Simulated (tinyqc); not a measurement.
A discretised effective-mass wire between two leads, recursive Green functions: transmission against energy.

Finite differences on a grid of step a give a chain with hopping -t, t = C/(m a^2), C = hbar^2/(2 m0), and site energies 2 t + U_i for the N = 7 sites of the device; the semi-infinite leads have site energy 2 t. Each slice is one site, and V = -t couples neighbouring slices.

Sigma = t^2 g(E - 2 t), g(x) = (x - i sqrt(4 t^2 - x^2))/(2 t^2) for |x| < 2 t and (x - sign(x) sqrt(x^2 - 4 t^2))/(2 t^2) otherwise; Gamma = i (Sigma - Sigma^dagger); both leads give the same. Forward pass: g_1 = (E - H_1 - Sigma)^(-1), g_i = (E - H_i - V g_(i-1) V^dagger)^(-1), with Sigma also subtracted on the last slice; G_(i,1) = g_i V G_(i-1,1), starting from g_1. H_i is the block of slice i, its site energy. T(E) = Tr[Gamma G_(N,1) Gamma G_(N,1)^dagger].

Inputs (values chosen for the exercise): effective mass m = 0.026 m0; grid step a = 0.61 nm; potential on the sites 1 to N U = [0, 1.3, 1.3, 0, 0, 0, 0] eV.

Constants: q = 1.602176634e-19 C, hbar = 1.054571817e-34 J s, m0 = 9.1093837015e-31 kg, hbar^2/(2 m0) = 0.0380998212 eV nm^2. Results are converted to the units shown.

Result of one run:
```
open modes	T(E)	T(E) per open mode
1	0.6954	0.6954
```

Which energy above the band bottom of the leads E gave this result: 0.466, 1.106, 1.96 or 2.6 eV?

E = 1.106 eV.

The whole series:
```
E (eV)	open modes	T(E)	T(E) per open mode
0.039	1	0.06311	0.06311
0.252	1	0.3104	0.3104
0.466	1	0.4628	0.4628
0.679	1	0.5654	0.5654
0.893	1	0.6396	0.6396
1.106	1	0.6954	0.6954
1.319	1	0.7389	0.7389
1.533	1	0.7740	0.7740
1.746	1	0.8026	0.8026
1.96	1	0.8265	0.8265
2.173	1	0.8467	0.8467
2.387	1	0.8640	0.8640
2.6	1	0.8789	0.8789
```

T(E) lies between 0.0631 (E = 0.039 eV) and 0.879 (E = 2.6 eV) in these rows. The leads offer 1 open mode(s), of which the mean share 0.65 is transmitted. In 2 of the 13 rows E exceeds 0.6 t, where the lattice band lies more than 5 % below the parabola at the same k, so the grid is coarse for a continuum model.

Computed by the program tinyqc: `OMP_NUM_THREADS=1 python tinyqc.py 2660116 2660117 out.jsonl`, one thread of a shared Intel Xeon 2.30GHz, about 0.03 s for the whole run.
